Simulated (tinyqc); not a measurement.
Deep level with several charge states, and Shockley-Read-Hall recombination, step by step. Values are carried at full precision from step to step, so a last printed digit may differ when a step is redone from the rounded ones.

Energies from Ev. The defect has charge states +1, 0, -1 with weights 1, gm exp((EF - E1)/kT), exp((2 EF - E1 - E2)/kT); the shares are the weights over their sum. Boltzmann carriers: n = Nc exp((EF - Eg)/kT), p = Nv exp(-EF/kT). Neutrality: p - n + Nd + Nt <q> = 0.

Constants: kB = 8.617333262e-05 eV/K.

Parameters, chosen for this exercise (gap and densities of states near those of SiC at this temperature; shifted at random, so the results belong to these values and not to a real crystal):
```
symbol  value     unit    meaning
Eg      3.241     eV      gap
Nc      1.38e+19  1/cm^3  conduction-band density of states
Nv      2.45e+19  1/cm^3  valence-band density of states
T       250       K
E1      1.791     eV      level (+1/0) above Ev
E2      1.527     eV      level (0/-1) above Ev
gm      1                 degeneracy of the middle state, the others 1
Nt      2.2e+15   1/cm^3  defects
Nd      -2.6e+15  1/cm^3  ionised shallow donors minus acceptors
E_try   1.541     eV      trial Fermi level
Et      1.791     eV      recombination level above Ev
sn      4.5e-16   cm^2    electron capture cross-section
sp_     4.1e-14   cm^2    hole capture cross-section
vth     15000000  cm/s    thermal velocity, both carriers
Nm      2.2e+16   1/cm^3  equilibrium holes for the lifetime steps
dn      6.8e+13   1/cm^3  excess pairs
```

## Charge states at a trial Fermi level

Form the exponents, the shares, the mean charge and the residual of neutrality at EF = E_try.

exponents of the second and third weights: -11.605  -10.955

shares: +1 1.0000, 0 0.0000, -1 0.0000

<q> = 1.0000

n, p (1/cm^3): 7.40e-16  2.11e-12

residual = -4.00e+14 1/cm^3

The residual is negative, so EF must fall.

## The neutral state

Solve for EF.

EF = 0.2375 eV

shares at EF: +1 1.000, 0 0.000, -1 0.000

n = 3.90e-42 1/cm^3
p = 4.00e+14 1/cm^3

Without the defects the majority density would be 2.60e+15 1/cm^3; with them the density of these carriers is 4.00e+14, so they compensate part of the doping. Most defects are in the state +1. The level order is inverted (negative U), so the middle state is never the most common.

## Recombination through one level

One level at Et with degeneracy 1: tn = 1/(sn vth Nt), tp = 1/(sp_ vth Nt), n1 = Nc exp((Et - Eg)/kT), p1 = Nv exp(-Et/kT), ni^2 = n1 p1. Equilibrium p0 = Nm, n0 = ni^2/Nm; n = n0 + dn, p = p0 + dn. U = (n p - ni^2)/(tp (n + n1) + tn (p + p1)), lifetime dn/U; emission rates en = sn vth n1, ep = sp_ vth p1.

Evaluate each quantity.

tn, tp (microsecond): 0.06734  0.0007391

n1, p1 (1/cm^3): 8.11e-11  1.92e-17

U = 1.01e+21 1/(cm^3 s)
lifetime = 0.0673 microsecond

The lifetime is 1.000 times the minority capture time tn and 0.989 times tn + tp, the limit of high injection.

## Emission and generation in a depleted region

With n = p = 0 the level generates pairs at G = Nt en ep/(en + ep); generation lifetime tg = ni/G; current density e G W for a width W = 1 micrometre, e = 1.602176634e-19 C.

en, ep (1/s): 5.48e-19  1.18e-23

G = 2.60e-08 1/(cm^3 s)
tg = 1.52 microsecond
current density = 4.17e-31 A/cm^2

The slower step, hole emission, limits the rate: en/ep = 4.63e+04.

## Checks

- U against hole capture minus emission at the steady occupation of the level (1/(cm^3 s)): both 1.010e+21.

Run: tinyqc, `OMP_NUM_THREADS=1 python tinyqc.py 1651636 1651637 out.jsonl`; Intel(R) Xeon(R) Processor @ 2.30GHz, one thread, shared host; about 0.01 s of CPU time with all checks.
